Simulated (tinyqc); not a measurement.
Self-heating of a transistor with one or more fingers, with temperature-dependent conductivity: one step, computed by the program tinyqc. Command: `OMP_NUM_THREADS=1 python tinyqc.py 3026781 3026782 out.jsonl selfheat walk`. One thread of a shared host (Intel(R) Xeon(R) Processor @ 2.30GHz), about 0.05 s of CPU time with the checks.

N long parallel fingers lie on the top face of a slab whose bottom is held at T_0; the top is otherwise insulated, and heat flows in two dimensions. P in W/mm is 1000 P in W/m.

Task: Correction for the falling conductivity. Kirchhoff transformation for kappa = kappa_0 (T/T_0)^-m: T = T_0 [1 - (m - 1) theta/T_0]^(-1/(m - 1)), where theta is the linear rise. The bracket vanishes at the power P T_0/((m - 1) theta).

Inputs (values chosen for the exercise, modelled on indium phosphide): exponent m in kappa ~ T^-m = 1.44; base temperature T_0 = 300 K; power per gate width P = 0.56 W/mm.

Power: fixed power.

largest theta = 40.00523 K

Give: peak temperature; true rise; true rise / linear rise; power at which the formula diverges.

Result:

peak temperature = 344.2 K

true rise = 44.19 K

true rise / linear rise = 1.105

power at which the formula diverges = 9.544 W/mm

The falling conductivity adds 10.5 % to the rise.
